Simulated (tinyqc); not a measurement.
Length of a polyene: Hueckel, PPP and singles CI along the polyenes. Computed by the program tinyqc. Hueckel uses the same beta without repulsion; CIS keeps all single excitations and so misses the low, doubly excited 2Ag state. W is the valence ionisation energy of a centre, MN the Mataga-Nishimoto formula, f the oscillator strength.

All-trans chains of carbon centres 1.40 angstrom apart:
```
parameter                               value
beta (eV), times 1 +/- alternation  -2.310000
alternation                                 0
W (eV)                              11.160000
gamma_rr (eV)                       10.600000
repulsion formula                        Ohno
```

Gaps and excitations (eV):
```
centres  Hueckel gap  PPP orbital gap  bright singlet (CIS)       f  lowest triplet (CIS)
2             4.6200          12.0017                6.2292  0.5341                3.0108
4             2.8553           9.3500                4.8096  1.0365                1.9412
6             2.0561           7.9789                3.9555  1.4803                1.4263
8             1.6045           7.1412                3.3909  1.8751                1.1397
10            1.3150           6.5793                2.9915  2.2257                0.9631
```

What does the comparison show, and why?

The Hueckel gap tends to 4 x alternation x |beta| = 0.00 eV for long chains (zero without alternation, falling as 1/N). Exchange opens the PPP orbital gap, and the attraction of electron and hole brings the bright state 3.59 eV below it at 10 centres; the triplet lies 2.03 eV lower still.
